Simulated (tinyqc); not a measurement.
Regular and subregular solution with a miscibility gap: one step, computed by the program tinyqc. Command: `OMP_NUM_THREADS=1 python tinyqc.py 3009301 3009302 out.jsonl regsol walk`. One thread of a shared host (Intel(R) Xeon(R) Processor @ 2.30GHz), about 0.01 s of CPU time with the checks.

Per mole of mixing sites: G(x) = x (1 - x) [L0 + L1 (1 - 2x)] + R T [x ln x + (1 - x) ln(1 - x)], x the fraction of B.

Task: Lever rule at x0. Inside the gap the B-rich phase has the fraction f = (x0 - x1)/(x2 - x1), and the gain is (1 - f) G(x1) + f G(x2) - G(x0); outside it one phase remains.

Inputs (values chosen for the exercise, for a model alloy): temperature T = 2950 K; overall fraction x0 = 0.76.

solubility limit x1 = 0.2733666

solubility limit x2 = 0.7317116

Give: fraction f of the B-rich phase; free energy of decomposition.

Result:

fraction f of the B-rich phase = 1

free energy of decomposition = 0 J/mol
